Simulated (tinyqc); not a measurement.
ROHF in the 6-31g basis, for H4+, spin multiplicity 2, step by step (part 1 of 3). Computed by tinyqc, a small Python program that keeps every step (integrals from PySCF). Settings: charge = 1, multiplicity = 2, basis = 6-31g, energy threshold = 1e-10, iteration cap = 81, orthogonalisation = symmetric, start = random, DIIS depth = 0, method = ROHF. Command: `OMP_NUM_THREADS=1 python tinyqc.py 22873 22874 out.jsonl` (the two numbers bound the seeds that draw the settings). One thread of a shared host (Intel(R) Xeon(R) Processor @ 2.60GHz), about 0.1 s of CPU time with the checks. Later iterations appear only in the table of the cycle.

## One-electron integrals

Geometry (angstrom):
```
atom         x         y         z
H     0.000000  0.000000  0.000000
H     0.000000  0.000000  0.899000
H     0.000000  1.918000  0.000000
H     0.000000  1.918000  0.899000
```

Basis 6-31g: exponents (1/bohr^2) and contraction coefficients of normalised primitives:
```
element  l (shell)   exponent  coefficient
H            s (1)  18.731137     0.033495
H            s (1)   2.825394     0.234727
H            s (1)   0.640122     0.813757
H            s (2)   0.161278     1.000000
```

Overlap, kinetic and nuclear-attraction integrals over the contracted functions; the nuclear repulsion is the sum of Za Zb / Rab.

nuclear repulsion = 2.22869793 hartree

overlap S:
```
          1H 1s     1H 2s     2H 1s     2H 2s     3H 1s     3H 2s     4H 1s     4H 2s
1H 1s  1.000000  0.658292  0.323730  0.450474  0.010163  0.117503  0.003986  0.080560
1H 2s  0.658292  1.000000  0.450474  0.792364  0.117503  0.346681  0.080560  0.274697
2H 1s  0.323730  0.450474  1.000000  0.658292  0.003986  0.080560  0.010163  0.117503
2H 2s  0.450474  0.792364  0.658292  1.000000  0.080560  0.274697  0.117503  0.346681
3H 1s  0.010163  0.117503  0.003986  0.080560  1.000000  0.658292  0.323730  0.450474
3H 2s  0.117503  0.346681  0.080560  0.274697  0.658292  1.000000  0.450474  0.792364
4H 1s  0.003986  0.080560  0.010163  0.117503  0.323730  0.450474  1.000000  0.658292
4H 2s  0.080560  0.274697  0.117503  0.346681  0.450474  0.792364  0.658292  1.000000
```

kinetic energy T (hartree):
```
           1H 1s      1H 2s      2H 1s      2H 2s      3H 1s      3H 2s      4H 1s      4H 2s
1H 1s   1.395678   0.259735   0.088912   0.132510  -0.018679  -0.006871  -0.009558  -0.012633
1H 2s   0.259735   0.241917   0.132510   0.161945  -0.006871   0.024638  -0.012633   0.009211
2H 1s   0.088912   0.132510   1.395678   0.259735  -0.009558  -0.012633  -0.018679  -0.006871
2H 2s   0.132510   0.161945   0.259735   0.241917  -0.012633   0.009211  -0.006871   0.024638
3H 1s  -0.018679  -0.006871  -0.009558  -0.012633   1.395678   0.259735   0.088912   0.132510
3H 2s  -0.006871   0.024638  -0.012633   0.009211   0.259735   0.241917   0.132510   0.161945
4H 1s  -0.009558  -0.012633  -0.018679  -0.006871   0.088912   0.132510   1.395678   0.259735
4H 2s  -0.012633   0.009211  -0.006871   0.024638   0.132510   0.161945   0.259735   0.241917
```

nuclear attraction V (hartree):
```
           1H 1s      1H 2s      2H 1s      2H 2s      3H 1s      3H 2s      4H 1s      4H 2s
1H 1s  -2.765022  -1.465044  -0.848770  -1.032459  -0.019548  -0.252187  -0.007993  -0.178055
1H 2s  -1.465044  -1.652397  -1.032459  -1.366503  -0.252187  -0.593207  -0.178055  -0.489741
2H 1s  -0.848770  -1.032459  -2.765022  -1.465044  -0.007993  -0.178055  -0.019548  -0.252187
2H 2s  -1.032459  -1.366503  -1.465044  -1.652397  -0.178055  -0.489741  -0.252187  -0.593207
3H 1s  -0.019548  -0.252187  -0.007993  -0.178055  -2.765022  -1.465044  -0.848770  -1.032459
3H 2s  -0.252187  -0.593207  -0.178055  -0.489741  -1.465044  -1.652397  -1.032459  -1.366503
4H 1s  -0.007993  -0.178055  -0.019548  -0.252187  -0.848770  -1.032459  -2.765022  -1.465044
4H 2s  -0.178055  -0.489741  -0.252187  -0.593207  -1.032459  -1.366503  -1.465044  -1.652397
```

core Hamiltonian H = T + V (hartree):
```
           1H 1s      1H 2s      2H 1s      2H 2s      3H 1s      3H 2s      4H 1s      4H 2s
1H 1s  -1.369344  -1.205309  -0.759858  -0.899949  -0.038227  -0.259058  -0.017550  -0.190688
1H 2s  -1.205309  -1.410480  -0.899949  -1.204558  -0.259058  -0.568569  -0.190688  -0.480530
2H 1s  -0.759858  -0.899949  -1.369344  -1.205309  -0.017550  -0.190688  -0.038227  -0.259058
2H 2s  -0.899949  -1.204558  -1.205309  -1.410480  -0.190688  -0.480530  -0.259058  -0.568569
3H 1s  -0.038227  -0.259058  -0.017550  -0.190688  -1.369344  -1.205309  -0.759858  -0.899949
3H 2s  -0.259058  -0.568569  -0.190688  -0.480530  -1.205309  -1.410480  -0.899949  -1.204558
4H 1s  -0.017550  -0.190688  -0.038227  -0.259058  -0.759858  -0.899949  -1.369344  -1.205309
4H 2s  -0.190688  -0.480530  -0.259058  -0.568569  -0.899949  -1.204558  -1.205309  -1.410480
```

## Two-electron integrals

Functions are numbered as in S; the eight-fold symmetry (ij|kl) = (ji|kl) = (kl|ij) leaves the list below.

Two-electron integrals (ij|kl) in chemists' order, unique and non-zero (hartree):
```
(11|11) 1.076566   (21|11) 0.578470   (21|21) 0.329423   (22|11) 0.587396
(22|21) 0.361304   (22|22) 0.453150   (31|11) 0.273254   (31|21) 0.157760
(31|22) 0.175882   (31|31) 0.098907   (32|11) 0.279076   (32|21) 0.171990
(32|22) 0.213883   (32|31) 0.115227   (32|32) 0.153183   (33|11) 0.569616
(33|21) 0.360121   (33|22) 0.464137   (33|31) 0.273254   (33|32) 0.387312
(33|33) 1.076566   (41|11) 0.387312   (41|21) 0.221676   (41|22) 0.245073
(41|31) 0.115227   (41|32) 0.128875   (41|33) 0.279076   (41|41) 0.153183
(42|11) 0.436701   (42|21) 0.270729   (42|22) 0.345605   (42|31) 0.148061
(42|32) 0.191156   (42|33) 0.436701   (42|41) 0.191156   (42|42) 0.284506
(43|11) 0.360121   (43|21) 0.226467   (43|22) 0.293308   (43|31) 0.157760
(43|32) 0.221676   (43|33) 0.578470   (43|41) 0.171990   (43|42) 0.270729
(43|43) 0.329423   (44|11) 0.464137   (44|21) 0.293308   (44|22) 0.391662
(44|31) 0.175882   (44|32) 0.245073   (44|33) 0.587396   (44|41) 0.213883
(44|42) 0.345605   (44|43) 0.361304   (44|44) 0.453150   (51|11) 0.005479
(51|21) 0.003466   (51|22) 0.004528   (51|31) 0.001612   (51|32) 0.001967
(51|33) 0.004082   (51|41) 0.002344   (51|42) 0.003419   (51|43) 0.002663
(51|44) 0.003787   (51|51) 0.000093   (52|11) 0.039938   (52|21) 0.026153
(52|22) 0.038181   (52|31) 0.012396   (52|32) 0.016251   (52|33) 0.034619
(52|41) 0.017794   (52|42) 0.029309   (52|43) 0.022752   (52|44) 0.033899
(52|51) 0.000786   (52|52) 0.010214   (53|11) 0.001956   (53|21) 0.001255
(53|22) 0.001690   (53|31) 0.000684   (53|32) 0.000899   (53|33) 0.001967
(53|41) 0.000897   (53|42) 0.001406   (53|43) 0.001259   (53|44) 0.001692
(53|51) 0.000031   (53|52) 0.000280   (53|53) 0.000014   (54|11) 0.027232
(54|21) 0.017836   (54|22) 0.026064   (54|31) 0.008709   (54|32) 0.011582
(54|33) 0.024857   (54|41) 0.012272   (54|42) 0.020500   (54|43) 0.016322
(54|44) 0.024177   (54|51) 0.000531   (54|52) 0.006891   (54|53) 0.000203
(54|54) 0.004779   (55|11) 0.275895   (55|21) 0.181587   (55|22) 0.273726
(55|31) 0.086815   (55|32) 0.116090   (55|33) 0.249819   (55|41) 0.123768
(55|42) 0.211493   (55|43) 0.164447   (55|44) 0.248979   (55|51) 0.005479
(55|52) 0.093672   (55|53) 0.001967   (55|54) 0.062905   (55|55) 1.076566
(61|11) 0.093672   (61|21) 0.054530   (61|22) 0.061955   (61|31) 0.025988
(61|32) 0.029025   (61|33) 0.060698   (61|41) 0.036739   (61|42) 0.046516
(61|43) 0.038453   (61|44) 0.050669   (61|51) 0.000786   (61|52) 0.005881
(61|53) 0.000279   (61|54) 0.004001   (61|55) 0.039938   (61|61) 0.010214
(62|11) 0.156361   (62|21) 0.099097   (62|22) 0.133266   (62|31) 0.047756
(62|32) 0.060373   (62|33) 0.130073   (62|41) 0.067341   (62|42) 0.102160
(62|43) 0.083772   (62|44) 0.117470   (62|51) 0.002015   (62|52) 0.020170
(62|53) 0.000744   (62|54) 0.013724   (62|55) 0.156361   (62|61) 0.020170
(62|62) 0.054463   (63|11) 0.046755   (63|21) 0.029115   (63|22) 0.036981
(63|31) 0.018945   (63|32) 0.025425   (63|33) 0.062905   (63|41) 0.021696
(63|42) 0.032889   (63|43) 0.036785   (63|44) 0.042105   (63|51) 0.000425
(63|52) 0.003532   (63|53) 0.000203   (63|54) 0.002554   (63|55) 0.024857
(63|61) 0.005436   (63|62) 0.012162   (63|63) 0.004779   (64|11) 0.117874
(64|21) 0.075063   (64|22) 0.102160   (64|31) 0.039695   (64|32) 0.052704
(64|33) 0.117874   (64|41) 0.052704   (64|42) 0.083670   (64|43) 0.075063
(64|44) 0.102160   (64|51) 0.001503   (64|52) 0.015192   (64|53) 0.000626
(64|54) 0.010739   (64|55) 0.117874   (64|61) 0.015192   (64|62) 0.041538
(64|63) 0.010739   (64|64) 0.034194   (65|11) 0.181587   (65|21) 0.119449
(65|22) 0.179257   (65|31) 0.057141   (65|32) 0.076395   (65|33) 0.164447
(65|41) 0.081418   (65|42) 0.138605   (65|43) 0.108230   (65|44) 0.163445
(65|51) 0.003466   (65|52) 0.054530   (65|53) 0.001259   (65|54) 0.036785
(65|55) 0.578470   (65|61) 0.026153   (65|62) 0.099097   (65|63) 0.016322
(65|64) 0.075063   (65|65) 0.329423   (66|11) 0.273726   (66|21) 0.179257
(66|22) 0.264991   (66|31) 0.086219   (66|32) 0.115167   (66|33) 0.248979
(66|41) 0.122218   (66|42) 0.205505   (66|43) 0.163445   (66|44) 0.244073
(66|51) 0.004528   (66|52) 0.061955   (66|53) 0.001692   (66|54) 0.042105
(66|55) 0.587396   (66|61) 0.038181   (66|62) 0.133266   (66|63) 0.024177
(66|64) 0.102160   (66|65) 0.361304   (66|66) 0.453150   (71|11) 0.001967
(71|21) 0.001259   (71|22) 0.001692   (71|31) 0.000684   (71|32) 0.000897
(71|33) 0.001956   (71|41) 0.000899   (71|42) 0.001406   (71|43) 0.001255
(71|44) 0.001690   (71|51) 0.000031   (71|52) 0.000279   (71|53) 0.000014
(71|54) 0.000203   (71|55) 0.001956   (71|61) 0.000280   (71|62) 0.000744
(71|63) 0.000203   (71|64) 0.000626   (71|65) 0.001255   (71|66) 0.001690
(71|71) 0.000014   (72|11) 0.024857   (72|21) 0.016322   (72|22) 0.024177
(72|31) 0.008709   (72|32) 0.012272   (72|33) 0.027232   (72|41) 0.011582
(72|42) 0.020500   (72|43) 0.017836   (72|44) 0.026064   (72|51) 0.000425
(72|52) 0.005436   (72|53) 0.000203   (72|54) 0.004081   (72|55) 0.046755
(72|61) 0.003532   (72|62) 0.012162   (72|63) 0.002767   (72|64) 0.010739
(72|65) 0.029115   (72|66) 0.036981   (72|71) 0.000203   (72|72) 0.004779
(73|11) 0.004082   (73|21) 0.002663   (73|22) 0.003787   (73|31) 0.001612
(73|32) 0.002344   (73|33) 0.005479   (73|41) 0.001967   (73|42) 0.003419
(73|43) 0.003466   (73|44) 0.004528   (73|51) 0.000057   (73|52) 0.000560
(73|53) 0.000031   (73|54) 0.000425   (73|55) 0.004082   (73|61) 0.000560
(73|62) 0.001610   (73|63) 0.000531   (73|64) 0.001503   (73|65) 0.002663
(73|66) 0.003787   (73|71) 0.000031   (73|72) 0.000531   (73|73) 0.000093
(74|11) 0.034619   (74|21) 0.022752   (74|22) 0.033899   (74|31) 0.012396
(74|32) 0.017794   (74|33) 0.039938   (74|41) 0.016251   (74|42) 0.029309
(74|43) 0.026153   (74|44) 0.038181   (74|51) 0.000560   (74|52) 0.007141
(74|53) 0.000279   (74|54) 0.005436   (74|55) 0.060698   (74|61) 0.004842
(74|62) 0.016690   (74|63) 0.004001   (74|64) 0.015192   (74|65) 0.038453
(74|66) 0.050669   (74|71) 0.000280   (74|72) 0.006891   (74|73) 0.000786
(74|74) 0.010214   (75|11) 0.086815   (75|21) 0.057141   (75|22) 0.086219
(75|31) 0.028796   (75|32) 0.039713   (75|33) 0.086815   (75|41) 0.039713
(75|42) 0.070029   (75|43) 0.057141   (75|44) 0.086219   (75|51) 0.001612
(75|52) 0.025988   (75|53) 0.000684   (75|54) 0.018945   (75|55) 0.273254
(75|61) 0.012396   (75|62) 0.047756   (75|63) 0.008709   (75|64) 0.039695
(75|65) 0.157760   (75|66) 0.175882   (75|71) 0.000684   (75|72) 0.018945
(75|73) 0.001612   (75|74) 0.025988   (75|75) 0.098907   (76|11) 0.116090
(76|21) 0.076395   (76|22) 0.115167   (76|31) 0.039713   (76|32) 0.055909
(76|33) 0.123768   (76|41) 0.053654   (76|42) 0.096220   (76|43) 0.081418
(76|44) 0.122218   (76|51) 0.001967   (76|52) 0.029025   (76|53) 0.000897
(76|54) 0.021696   (76|55) 0.279076   (76|61) 0.016251   (76|62) 0.060373
(76|63) 0.012272   (76|64) 0.052704   (76|65) 0.171990   (76|66) 0.213883
(76|71) 0.000899   (76|72) 0.025425   (76|73) 0.002344   (76|74) 0.036739
(76|75) 0.115227   (76|76) 0.153183   (77|11) 0.249819   (77|21) 0.164447
(77|22) 0.248979   (77|31) 0.086815   (77|32) 0.123768   (77|33) 0.275895
(77|41) 0.116090   (77|42) 0.211493   (77|43) 0.181587   (77|44) 0.273726
(77|51) 0.004082   (77|52) 0.060698   (77|53) 0.001956   (77|54) 0.046755
(77|55) 0.569616   (77|61) 0.034619   (77|62) 0.130073   (77|63) 0.027232
(77|64) 0.117874   (77|65) 0.360121   (77|66) 0.464137   (77|71) 0.001967
(77|72) 0.062905   (77|73) 0.005479   (77|74) 0.093672   (77|75) 0.273254
(77|76) 0.387312   (77|77) 1.076566   (81|11) 0.062905   (81|21) 0.036785
(81|22) 0.042105   (81|31) 0.018945   (81|32) 0.021696   (81|33) 0.046755
(81|41) 0.025425   (81|42) 0.032889   (81|43) 0.029115   (81|44) 0.036981
(81|51) 0.000531   (81|52) 0.004001   (81|53) 0.000203   (81|54) 0.002767
(81|55) 0.027232   (81|61) 0.006891   (81|62) 0.013724   (81|63) 0.004081
(81|64) 0.010739   (81|65) 0.017836   (81|66) 0.026064   (81|71) 0.000203
(81|72) 0.002554   (81|73) 0.000425   (81|74) 0.003532   (81|75) 0.008709
(81|76) 0.011582   (81|77) 0.024857   (81|81) 0.004779   (82|11) 0.117874
(82|21) 0.075063   (82|22) 0.102160   (82|31) 0.039695   (82|32) 0.052704
(82|33) 0.117874   (82|41) 0.052704   (82|42) 0.083670   (82|43) 0.075063
(82|44) 0.102160   (82|51) 0.001503   (82|52) 0.015192   (82|53) 0.000626
(82|54) 0.010739   (82|55) 0.117874   (82|61) 0.015192   (82|62) 0.041538
(82|63) 0.010739   (82|64) 0.034194   (82|65) 0.075063   (82|66) 0.102160
(82|71) 0.000626   (82|72) 0.010739   (82|73) 0.001503   (82|74) 0.015192
(82|75) 0.039695   (82|76) 0.052704   (82|77) 0.117874   (82|81) 0.010739
(82|82) 0.034194   (83|11) 0.060698   (83|21) 0.038453   (83|22) 0.050669
(83|31) 0.025988   (83|32) 0.036739   (83|33) 0.093672   (83|41) 0.029025
(83|42) 0.046516   (83|43) 0.054530   (83|44) 0.061955   (83|51) 0.000560
(83|52) 0.004842   (83|53) 0.000280   (83|54) 0.003532   (83|55) 0.034619
(83|61) 0.007141   (83|62) 0.016690   (83|63) 0.006891   (83|64) 0.015192
(83|65) 0.022752   (83|66) 0.033899   (83|71) 0.000279   (83|72) 0.004001
(83|73) 0.000786   (83|74) 0.005881   (83|75) 0.012396   (83|76) 0.017794
(83|77) 0.039938   (83|81) 0.005436   (83|82) 0.015192   (83|83) 0.010214
(84|11) 0.130073   (84|21) 0.083772   (84|22) 0.117470   (84|31) 0.047756
(84|32) 0.067341   (84|33) 0.156361   (84|41) 0.060373   (84|42) 0.102160
(84|43) 0.099097   (84|44) 0.133266   (84|51) 0.001610   (84|52) 0.016690
(84|53) 0.000744   (84|54) 0.012162   (84|55) 0.130073   (84|61) 0.016690
(84|62) 0.047073   (84|63) 0.013724   (84|64) 0.041538   (84|65) 0.083772
(84|66) 0.117470   (84|71) 0.000744   (84|72) 0.013724   (84|73) 0.002015
(84|74) 0.020170   (84|75) 0.047756   (84|76) 0.067341   (84|77) 0.156361
(84|81) 0.012162   (84|82) 0.041538   (84|83) 0.020170   (84|84) 0.054463
(85|11) 0.123768   (85|21) 0.081418   (85|22) 0.122218   (85|31) 0.039713
(85|32) 0.053654   (85|33) 0.116090   (85|41) 0.055909   (85|42) 0.096220
(85|43) 0.076395   (85|44) 0.115167   (85|51) 0.002344   (85|52) 0.036739
(85|53) 0.000899   (85|54) 0.025425   (85|55) 0.387312   (85|61) 0.017794
(85|62) 0.067341   (85|63) 0.011582   (85|64) 0.052704   (85|65) 0.221676
(85|66) 0.245073   (85|71) 0.000897   (85|72) 0.021696   (85|73) 0.001967
(85|74) 0.029025   (85|75) 0.115227   (85|76) 0.128875   (85|77) 0.279076
(85|81) 0.012272   (85|82) 0.052704   (85|83) 0.016251   (85|84) 0.060373
(85|85) 0.153183   (86|11) 0.211493   (86|21) 0.138605   (86|22) 0.205505
(86|31) 0.070029   (86|32) 0.096220   (86|33) 0.211493   (86|41) 0.096220
(86|42) 0.166372   (86|43) 0.138605   (86|44) 0.205505   (86|51) 0.003419
(86|52) 0.046516   (86|53) 0.001406   (86|54) 0.032889   (86|55) 0.436701
(86|61) 0.029309   (86|62) 0.102160   (86|63) 0.020500   (86|64) 0.083670
(86|65) 0.270729   (86|66) 0.345605   (86|71) 0.001406   (86|72) 0.032889
(86|73) 0.003419   (86|74) 0.046516   (86|75) 0.148061   (86|76) 0.191156
(86|77) 0.436701   (86|81) 0.020500   (86|82) 0.083670   (86|83) 0.029309
(86|84) 0.102160   (86|85) 0.191156   (86|86) 0.284506   (87|11) 0.164447
(87|21) 0.108230   (87|22) 0.163445   (87|31) 0.057141   (87|32) 0.081418
(87|33) 0.181587   (87|41) 0.076395   (87|42) 0.138605   (87|43) 0.119449
(87|44) 0.179257   (87|51) 0.002663   (87|52) 0.038453   (87|53) 0.001255
(87|54) 0.029115   (87|55) 0.360121   (87|61) 0.022752   (87|62) 0.083772
(87|63) 0.017836   (87|64) 0.075063   (87|65) 0.226467   (87|66) 0.293308
(87|71) 0.001259   (87|72) 0.036785   (87|73) 0.003466   (87|74) 0.054530
(87|75) 0.157760   (87|76) 0.221676   (87|77) 0.578470   (87|81) 0.016322
(87|82) 0.075063   (87|83) 0.026153   (87|84) 0.099097   (87|85) 0.171990
(87|86) 0.270729   (87|87) 0.329423   (88|11) 0.248979   (88|21) 0.163445
(88|22) 0.244073   (88|31) 0.086219   (88|32) 0.122218   (88|33) 0.273726
(88|41) 0.115167   (88|42) 0.205505   (88|43) 0.179257   (88|44) 0.264991
(88|51) 0.003787   (88|52) 0.050669   (88|53) 0.001690   (88|54) 0.036981
(88|55) 0.464137   (88|61) 0.033899   (88|62) 0.117470   (88|63) 0.026064
(88|64) 0.102160   (88|65) 0.293308   (88|66) 0.391662   (88|71) 0.001692
(88|72) 0.042105   (88|73) 0.004528   (88|74) 0.061955   (88|75) 0.175882
(88|76) 0.245073   (88|77) 0.587396   (88|81) 0.024177   (88|82) 0.102160
(88|83) 0.038181   (88|84) 0.133266   (88|85) 0.213883   (88|86) 0.345605
(88|87) 0.361304   (88|88) 0.453150
```

## Orthogonalisation

S = U s U^T; symmetric (Loewdin) form X = U s^(-1/2) U^T, so that X^T S X = 1.

eigenvalues of S: 0.085691  0.164055  0.326947  0.462597  0.720055  0.798012  2.153619  3.289024

X:
```
           1H 1s      1H 2s      2H 1s      2H 2s      3H 1s      3H 2s      4H 1s      4H 2s
1H 1s   1.270126  -0.520201  -0.089938   0.041678   0.005447   0.047266   0.000085   0.006404
1H 2s  -0.520201   1.888600   0.041678  -0.842798   0.047266  -0.359166   0.006404   0.149320
2H 1s  -0.089938   0.041678   1.270126  -0.520201   0.000085   0.006404   0.005447   0.047266
2H 2s   0.041678  -0.842798  -0.520201   1.888600   0.006404   0.149320   0.047266  -0.359166
3H 1s   0.005447   0.047266   0.000085   0.006404   1.270126  -0.520201  -0.089938   0.041678
3H 2s   0.047266  -0.359166   0.006404   0.149320  -0.520201   1.888600   0.041678  -0.842798
4H 1s   0.000085   0.006404   0.005447   0.047266  -0.089938   0.041678   1.270126  -0.520201
4H 2s   0.006404   0.149320   0.047266  -0.359166   0.041678  -0.842798  -0.520201   1.888600
```

## Starting guess

The start is random orthonormal orbitals; D(s) = C_occ C_occ^T for each spin.

D(alpha) at the start:
```
           1H 1s      1H 2s      2H 1s      2H 2s      3H 1s      3H 2s      4H 1s      4H 2s
1H 1s   0.058246   0.056171   0.106083  -0.206310   0.064316  -0.083282  -0.045116   0.309798
1H 2s   0.056171   0.104640   0.204712  -0.480604   0.141062  -0.050421  -0.123224   0.268821
2H 1s   0.106083   0.204712   0.401001  -0.947228   0.277510  -0.091023  -0.243918   0.503479
2H 2s  -0.206310  -0.480604  -0.947228   2.302451  -0.668868   0.128163   0.604647  -0.930228
3H 1s   0.064316   0.141062   0.277510  -0.668868   0.194791  -0.045146  -0.174652   0.295194
3H 2s  -0.083282  -0.050421  -0.091023   0.128163  -0.045146   0.136786   0.017292  -0.460694
4H 1s  -0.045116  -0.123224  -0.243918   0.604647  -0.174652   0.017292   0.160852  -0.192673
4H 2s   0.309798   0.268821   0.503479  -0.930228   0.295194  -0.460694  -0.192673   1.665512
```

D(beta) at the start:
```
           1H 1s      1H 2s      2H 1s      2H 2s      3H 1s      3H 2s      4H 1s      4H 2s
1H 1s   0.000235  -0.003211  -0.006548   0.018353  -0.005124  -0.002373   0.005248   0.003290
1H 2s  -0.003211   0.043854   0.089418  -0.250630   0.069979   0.032401  -0.071669  -0.044934
2H 1s  -0.006548   0.089418   0.182323  -0.511035   0.142688   0.066067  -0.146132  -0.091620
2H 2s   0.018353  -0.250630  -0.511035   1.432387  -0.399941  -0.185179   0.409597   0.256804
3H 1s  -0.005124   0.069979   0.142688  -0.399941   0.111669   0.051704  -0.114365  -0.071703
3H 2s  -0.002373   0.032401   0.066067  -0.185179   0.051704   0.023940  -0.052953  -0.033200
4H 1s   0.005248  -0.071669  -0.146132   0.409597  -0.114365  -0.052953   0.117126   0.073434
4H 2s   0.003290  -0.044934  -0.091620   0.256804  -0.071703  -0.033200   0.073434   0.046041
```
